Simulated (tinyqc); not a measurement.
Deep-level transient spectroscopy: two steps of the calculation.

Schottky contact on an n-type layer with shallow donors Nd (all ionised) and a donor-like deep trap, neutral when filled and positive when empty; depletion approximation. Traps within lam of the depletion edge stay filled. A long pulse to Vp fills the traps beyond x1 = Wp - lam; back at Vr those between x1 and x2 = Wr - lam emit. A rate window reads S = C(t2) - C(t1).

Values chosen for this exercise; material values close to those of silicon: conduction-band density of states at 300 K Nc = 2.82e19 cm^-3; thermal velocity at 300 K vth = 2.3e7 cm/s; depth of the trap below the conduction edge Et = 0.1 eV; capture cross-section sn = 3.5e-16 cm^2; first sampling time t1 = 10 ms; second sampling time t2 = 40 ms; temperature of the transient T = 65 K.

Constants: q = 1.602176634e-19 C, kB = 1.380649e-23 J/K. Results are converted to the units shown.

Problem 1. Emission rate and rate window. Emission rate en = sn vth(T) Nc(T) exp(-Et/kB T) = sn g T^2 exp(-Et/kB T), g = vth Nc/(300 K)^2, as vth goes as T^0.5 and Nc as T^1.5 (degeneracy factor 1). For an exponential transient S peaks where en = ew = ln(t2/t1)/(t2 - t1).

Wanted: g; en; 1/en; ew.

Solution 1.

g = 7.207e21 cm^-2 s^-1 K^-2
en = 188.0 1/s
1/en = 5.320 ms
ew = 46.21 1/s

Problem 2. Peak temperature. Fixed-point step for en(T) = ew: T(new) = (Et q/kB)/ln(sn g T^2/ew), g = vth Nc/(300 K)^2.

ew = 46.209812 1/s
T at the start = 300 K

Wanted: T after step 1.

Solution 2.

T after step 1 = 52.003 K

Range of the model: With Nt above a tenth of Nd the edge x2 moves during the transient, which this model holds fixed, and the transient is not a plain exponential.

Program tinyqc, `OMP_NUM_THREADS=1 python tinyqc.py 2050003 2050004 out.jsonl`; Intel Xeon 2.30GHz, shared host, one thread, about 0.01 s.
